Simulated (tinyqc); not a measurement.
## Contact resistivity and sheet resistance from two contact lengths

Problem. Rc = [sqrt(rc Rsh)/Wc] coth(Lc/(2 LT)), LT = sqrt(rc/Rsh), Wc = 22 nm; the second contact is twice as long as the first. Find LT, rc and Rsh.

Rc for Lc = 19 and 38 nm (ohm): 576.217842  357.790059

Answer. With t = tanh(Lc/(2 LT)) for the shorter contact, the resistance of the longer over that of the shorter is (1 + t^2)/2. Then sqrt(rc Rsh) = Rc t Wc, and rc and Rsh follow by multiplying and dividing by LT.

LT = 17.6 nm
rc = 1.10e-9 ohm cm^2
Rsh = 353 ohm

tinyqc, about 0.07 s, one thread, Intel Xeon 2.30GHz (shared host): `OMP_NUM_THREADS=1 python tinyqc.py 2170101 2170102 out.jsonl`
